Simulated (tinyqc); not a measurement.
A chain with two barriers and dephasing by Buettiker voltage probes: coherent and dephased transmission against energy.

Sites 1 to 4 form a chain with hopping -t. Lead L joins site 1 and lead R site 4, both semi-infinite chains with hopping -t and site energy 0. Every site carries a probe with self-energy -i Gamma_p/2 that draws no net current. Linear response at zero temperature: mu_L = 1, mu_R = 0 in units of the bias.

Sigma = t^2 g(E), g(x) = (x - i sqrt(4 t^2 - x^2))/(2 t^2) for |x| < 2 t and (x - sign(x) sqrt(x^2 - 4 t^2))/(2 t^2) otherwise; Gamma = -2 Im Sigma; G = (E - H - Sigma_L - Sigma_R + i Gamma_p/2)^(-1). With Gamma the broadening by one lead, T_RL = Gamma^2 |G_(4,1)|^2, T_pL = Gamma Gamma_p |G_(p,1)|^2, T_pR = Gamma Gamma_p |G_(p,4)|^2, T_pq = Gamma_p^2 |G_(p,q)|^2 for p != q. No current into probe p: W mu = T_pL with W_pp = T_pL + T_pR + sum_q T_pq and W_pq = -T_pq. Then T_eff = T_RL + sum_p T_pR mu_p, and the resistance is (h/2q^2)/T_eff. Without probes means Gamma_p = 0.

Parameters, values chosen for the exercise:
```
symbol             value  unit                      meaning
t                      1    eV  hopping (matrix element -t)
U       [3.8, 0, 0, 2.2]    eV         site energies 1 to N
gp                   0.4    eV     probe broadening Gamma_p
```

Coherent and dephased transmission against energy:

| E (eV) | T without probes | T_eff |
|---|---|---|
| -1.8 | 0.001881 | 0.02255 |
| -1.5 | 0.03268 | 0.09704 |
| -1.2 | 0.3860 | 0.1971 |
| -0.9 | 0.05358 | 0.1085 |
| -0.6 | 0.03413 | 0.07117 |
| -0.3 | 0.03536 | 0.06740 |
| 0 | 0.05232 | 0.09201 |
| 0.3 | 0.1267 | 0.1735 |
| 0.6 | 0.7350 | 0.3171 |
| 0.9 | 0.1452 | 0.2002 |
| 1.2 | 0.02868 | 0.08145 |
| 1.5 | 0.008991 | 0.03621 |
| 1.8 | 0.002475 | 0.01562 |

What does the table show?

Without probes T lies between 0.00188 and 0.735 in these rows, with them between 0.0156 and 0.317. The probes lower it in 2 rows and raise it in 11; the largest relative gain is at E = -1.8 eV, where the coherent value is 0.00188.

Computed by the program tinyqc: `OMP_NUM_THREADS=1 python tinyqc.py 2700001 2700002 out.jsonl`, one thread of a shared Intel Xeon 2.30GHz, about 0.01 s for the whole run.
